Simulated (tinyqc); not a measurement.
A tight-binding chain with uneven site energies, recursive Green functions: effect of the strength of the potential.

The device has N = 6 slices of 1 site(s), nearest-neighbour hopping -t, and site energies U; the leads are semi-infinite continuations with site energy 0. V = <i+1|H|i> = -t 1.

Sigma = t^2 g(E), g(x) = (x - i sqrt(4 t^2 - x^2))/(2 t^2) for |x| < 2 t and (x - sign(x) sqrt(x^2 - 4 t^2))/(2 t^2) otherwise; Gamma = i (Sigma - Sigma^dagger); both leads give the same. Forward pass: g_1 = (E - H_1 - Sigma)^(-1), g_i = (E - H_i - V g_(i-1) V^dagger)^(-1), with Sigma also subtracted on the last slice; G_(i,1) = g_i V G_(i-1,1), starting from g_1. H_i is the block of slice i, its site energy. T(E) = Tr[Gamma G_(N,1) Gamma G_(N,1)^dagger]. All U are multiplied by the factor sc.

Values chosen for this exercise: hopping (matrix element -t) t = 1 eV; site energies, slice by slice U = [-0.62, -0.7, 0.51, -0.24, -0.57, 0.28] eV; energy E = 0.96 eV.

Results:
```
sc       T(E)  reflection, modes - T(E)
0       1.000                         0
0.5    0.7092                    0.2908
0.75   0.4544                    0.5456
1      0.2562                    0.7438
1.25   0.1347                    0.8653
1.5   0.06868                    0.9313
1.75  0.03476                    0.9652
2     0.01768                    0.9823
```

Estimate the missing row, sc = 0.25.

Computed row:
```
sc      T(E)  reflection, modes - T(E)
0.25  0.9241                   0.07590
```

With this row back in the table: T(E) falls from 1.00 to 0.0177. At sc = 0 the device equals the leads and transmits all 1 open mode(s). Between the first two non-zero rows the reflection goes as sc^(1.94); weak scattering gives sc^2.

Numbers from tinyqc (`OMP_NUM_THREADS=1 python tinyqc.py 2660120 2660121 out.jsonl`; about 0.02 s on one thread of a shared Intel Xeon 2.30GHz).
